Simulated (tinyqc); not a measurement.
Mesh against width: smearing for a one-band metal on the fcc lattice.

Lattice vectors (units of a): a1 = (0, 1/2, 1/2), a2 = (1/2, 0, 1/2), a3 = (1/2, 1/2, 0). E(k) = -t A_1(k) - t2 A_2(k), A_m the sum of cos(k . R) over the 12 nearest and 6 second lattice vectors. Mesh k = sum (j_i/N) b_i, j_i = 0 .. N-1.

With x = (E_k - mu)/sigma: Gaussian f = erfc(x)/2, s = exp(-x^2)/(2 sqrt(pi)); Methfessel-Paxton (first order) f = erfc(x)/2 - x exp(-x^2)/(2 sqrt(pi)), s = (1 - 2 x^2) exp(-x^2)/(4 sqrt(pi)). With weights w = points/N^d (d the dimension), mu solves 2 sum w f = ne; E = 2 sum w f E_k, S = 2 sum w s, F = E - sigma S.

Inputs chosen for the exercise:
- t = 0.39 eV (nearest hopping)
- t2 = 0.1 eV (second hopping)
- ne = 1.54 (electrons per cell)

Gaussian smearing, (E + F)/2. The reference is F of first-order Methfessel-Paxton smearing with sigma = 0.05 t on the mesh N = 40; it moves by 0.02 meV on the mesh N = 50; in three dimensions such meshes can agree by chance and the reference may be off by about 1 meV, so smaller errors are not resolved.

Errors (meV per cell):

| N | sigma = 0.05 t | sigma = 0.15 t | sigma = 0.4 t |
|---|---|---|---|
| 4 | 46.28 | 43.07 | 36.08 |
| 6 | -12.71 | -12.76 | -10.98 |
| 8 | -0.76 | -1.11 | -1.50 |
| 12 | -0.39 | -0.22 | 0.34 |
| 16 | 0.10 | 0.09 | -0.31 |
| 24 | -0.01 | -0.04 | -0.15 |

reference = -0.53230 eV

First N from which the value stays within 2 meV of its last entry (which need not be the best one): 8 for sigma = 0.05 t, 8 for sigma = 0.15 t, 8 for sigma = 0.4 t. At the last mesh the errors are -0.01, -0.04 and -0.15 meV. By this 2 meV bar the wider smearing does not converge sooner. The smallest error belongs to 0.05 t on 2, 0.15 t on 2, 0.4 t on 2 of the 6 meshes.

(tinyqc, `OMP_NUM_THREADS=1 python tinyqc.py 1650181 1650182 out.jsonl`, Intel(R) Xeon(R) Processor @ 2.30GHz, 1 thread, shared host, about 0.3 s.)
